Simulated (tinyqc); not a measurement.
Size effects in the resistivity of thin metal films and interconnect lines: one step, computed by the program tinyqc. Command: `OMP_NUM_THREADS=1 python tinyqc.py 3021991 3021992 out.jsonl size walk`. One thread of a shared host (Intel(R) Xeon(R) Processor @ 2.30GHz), about 0.01 s of CPU time with the checks.

Electrons lose their drift at surfaces (a share 1 - p of the hits) and at grain boundaries (reflection R), besides bulk scattering.

Task: Grain boundaries. Mayadas-Shatzkes: alpha = (lambda/D) R/(1 - R); rho_b/rho = 1 - 3 alpha/2 + 3 alpha^2 - 3 alpha^3 ln(1 + 1/alpha).

Inputs (values chosen for the exercise, modelled on platinum): bulk mean free path lambda = 7.04 nm; grain-boundary reflection R = 0.45.

Geometry: film.

grain size D = 25.5 nm

Give: alpha; rho/rho_b from grains.

Result:

alpha = 0.2259

rho/rho_b from grains = 1.323

The linear estimate 1 + 3 alpha/2 gives 1.339, within 2 %.
